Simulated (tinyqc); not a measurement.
## Inversion coefficient and width from gm/I

Inverse problem. Without velocity saturation gm n Vt/I = 2/(1 + sqrt(1 + 4 IC)), IC = I/Ispec, Ispec = 2 n mu Cox (W/L) Vt^2. Find IC and the width W for I = 100 uA.

Inputs (values chosen for the exercise):

| symbol | value | unit | meaning |
|---|---|---|---|
| T | 300 | K | temperature |
| L | 65 | nm | gate length |
| Cox | 1.61 | uF/cm^2 | gate capacitance |
| mu | 200 | cm^2/(V s) | mobility |
| n | 1.34 |  | slope factor |

Constants: q = 1.602176634e-19 C, kB = 1.380649e-23 J/K, Vt = kB T/q. Results are converted to the units shown.

gm n Vt/I = 0.88928428

Solution. With x the given ratio, IC = (1 - x)/x^2.

IC = 0.1400
W = 80.50 um

Program tinyqc, `OMP_NUM_THREADS=1 python tinyqc.py 2150027 2150028 out.jsonl`; Intel Xeon 2.30GHz, shared host, one thread, about 0.01 s.
